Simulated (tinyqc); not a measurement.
Optical gain and spontaneous emission in a bulk direct-gap semiconductor, step by step. Values are carried at full precision from step to step, so a last printed digit may differ when a step is redone from the rounded ones.

F_j(eta) = (1/Gamma(j + 1)) integral_0^infinity x^j dx/(1 + exp(x - eta)), which tends to exp(eta) for eta << 0.

Quasi-Fermi levels: n = Nc F_1/2(Fc/kT) and p = Nv F_1/2(Fv/kT), Fc counted up from the conduction edge and Fv down from the valence edge; Nc, Nv from N = 2 (m kB T/(4 pi c))^(3/2) with c = hbar^2/2m0, in 1/angstrom^3; times 1e24 for 1/cm^3, with me and (mhh^(3/2) + mlh^(3/2))^(2/3).

Constants: hbar^2/2m0 = 3.80998211 eV angstrom^2; kB = 8.617333262e-05 eV/K; fine-structure constant alpha = 0.007297352564; hbar = 6.58211957e-16 eV s; hbar c = 1973.269805 eV angstrom.

Inputs chosen for the exercise (near those of InP; the results hold for these values, not for the real material):
- me = 0.0775 m0 (electron mass)
- mhh = 0.611 m0 (heavy-hole mass)
- mlh = 0.093 m0 (light-hole mass)
- n = 1.5e+18 1/cm^3 (injected density, n = p)
- T = 200 K
- Eg = 1.354 eV (direct gap)
- Ep = 21.2 eV (Kane energy)
- nr = 3.35 (refractive index)
- E = 1.365 eV (photon energy)

## Quasi-Fermi levels

Solve for Fc and Fv.

kT = 0.017235 eV
Nc = 2.947e+17 1/cm^3
Nv = 6.911e+18 1/cm^3
Fc = 0.0571 eV
Fv = -0.0250 eV
Fc + Fv = 0.0321 eV

The separation of the quasi-Fermi levels exceeds the gap, so photons between Eg and Eg + (Fc + Fv) see gain. The quasi-Fermi level of the electrons lies inside the band, that of the holes in the gap.

## Absorption of the empty crystal

Parabolic bands, vertical transitions, no excitons. For each hole band j: mr = me mj/(me + mj); joint density of states J_j(E) = (mr/c)^(3/2) sqrt(E - Eg)/(2 pi^2), both spins, c = hbar^2/2m0; averaged matrix element |e.p|^2 = m0 Ep/6; alpha_j(E) = 4 pi^2 alpha_f c Ep J_j/(3 nr E) in 1/angstrom (alpha_f the fine-structure constant, listed as alpha among the constants), times 1e8 for 1/cm.

Evaluate at E for heavy and light holes.

mr, J and alpha of each hole band:
```
hole,mr (m0),J (1/(eV angstrom^3)),alpha (1/cm)
heavy,0.06878,1.289e-05,2185.9
light,0.04227,6.210e-06,1053.3
```

The heavy-hole band gives 67 % of the total, 3239 1/cm.

## Occupations and gain at E

For band j the electron sits at Ee = (E - Eg) mr/me above its edge and the hole at Eh = (E - Eg) mr/mj; fe = 1/(1 + exp((Ee - Fc)/kT)), fh = 1/(1 + exp((Eh - Fv)/kT)); gain g = sum_j alpha_j (fe + fh - 1).

Use mr and alpha from the table.

Energies, occupations and gain of each hole band:
```
hole,Ee (eV),Eh (eV),fe,fh,g (1/cm)
heavy,0.0098,0.0012,0.940,0.179,260
light,0.0060,0.0050,0.951,0.149,106
```

total gain = 365 1/cm

E - Eg = 0.0110 eV is below Fc + Fv = 0.0321 eV, so both bands give gain (Bernard-Duraffourg).

## Spontaneous emission

Spontaneous rate: R = integral of (nr E/(hbar c))^2/(pi^2 hbar) sum_j alpha_j fe fh dE, with alpha in 1/cm and (nr E/(hbar c))^2 in 1/cm^2 (1e16 per 1/angstrom^2); B = R/(n p); lifetime n/R.

Integrate over photon energy.

R = 4.02e+26 1/(cm^3 s)
B = 1.79e-10 cm^3/s
radiative lifetime = 3.73 ns

## Checks

- B at n = 1e13 1/cm^3 against the van Roosbroeck-Shockley value from alpha and ni^2 (cm^3/s): both 2.54e-10.

Run: tinyqc, `OMP_NUM_THREADS=1 python tinyqc.py 1652401 1652402 out.jsonl`; Intel(R) Xeon(R) Processor @ 2.30GHz, one thread, shared host; about 0.09 s of CPU time with all checks.
